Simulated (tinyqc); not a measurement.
Wafer and channel orientation: ellipsoidal valleys in the axes of a wafer and a channel.

Valleys with axes a along [111], [1-1-1], [-11-1] and [-1-11], one whole valley each; inverse mass tensor w = 1/mt + (1/ml - 1/mt) a a. Device axes: z = nz/|nz|, x = nx/|nx|, y = z cross x; in them a = (ax, ay, az). Confinement mass mz = 1/w_zz. In the plane w_ij is replaced by u_ij = w_ij - w_iz w_jz/w_zz (i, j = x, y); density-of-states mass md = 1/sqrt(det u); conductivity mass along x mc = 1/u_xx; ballistic transport mass mx = u_yy/det u, width mass my = 1/u_yy.

Hard walls: E_n = c (n pi/t)^2/mz, c = hbar^2/2m0, n = 1, 2, 3. Non-degenerate share of a valley proportional to md sum_n exp(-E_n/kT); mean 1/mc = sum of share/mc. 1 nm = 10 angstrom.

Constants: hbar^2/2m0 = 3.80998211 eV angstrom^2; kB = 8.617333262e-05 eV/K.

Values chosen for the exercise (near those of the L valleys of Ge; the results hold for these values, not for the real material):
- ml = 1.616 m0 (longitudinal mass)
- mt = 0.081 m0 (transverse mass)
- t = 3.1 nm (thickness of the film)
- T = 300 K (temperature)

For each face/channel: the lowest ladder (mz, number of valleys, md, E1, share) and the mean conductivity mass over all valleys.

Results:

| face/channel | mz | valleys | md | E1 (meV) | share | mean mc |
|---|---|---|---|---|---|---|
| (100)/[011] | 0.119 | 4 | 0.299 | 330.1 | 1.000 | 0.1509 |
| (113)/[1-10] | 0.289 | 1 | 0.192 | 135.5 | 0.999 | 0.0810 |
| (110)/[001] | 0.221 | 2 | 0.219 | 177.2 | 1.000 | 0.5926 |
| (001)/[100] | 0.119 | 4 | 0.299 | 330.1 | 1.000 | 0.1509 |
| (111)/[11-2] | 1.616 | 1 | 0.081 | 24.2 | 1.000 | 0.0810 |
| (210)/[001] | 0.188 | 2 | 0.237 | 207.8 | 1.000 | 0.3070 |
| (111)/[1-10] | 1.616 | 1 | 0.081 | 24.2 | 1.000 | 0.0810 |

The mean conductivity mass is lowest, 0.0810, for (113)/[1-10], (111)/[11-2] and (111)/[1-10] and highest, 0.5926, for (110)/[001]; the bulk value is 0.1185. The confinement energy is lowest on the face with the heaviest mz ((111), 24 meV). The density of states of the lowest ladder, valleys times md, runs between 0.081 and 1.196; a small value limits the charge through the quantum capacitance. Rows with E1 above about 150 meV are beyond the parabolic range, and other valley families may lie lower.

Computed by tinyqc, a small Python program: `OMP_NUM_THREADS=1 python tinyqc.py 1851294 1851295 out.jsonl` (the numbers bound the seed that draws the inputs); one thread of a shared host (Intel(R) Xeon(R) Processor @ 2.30GHz), about 0.01 s for the whole set of steps.
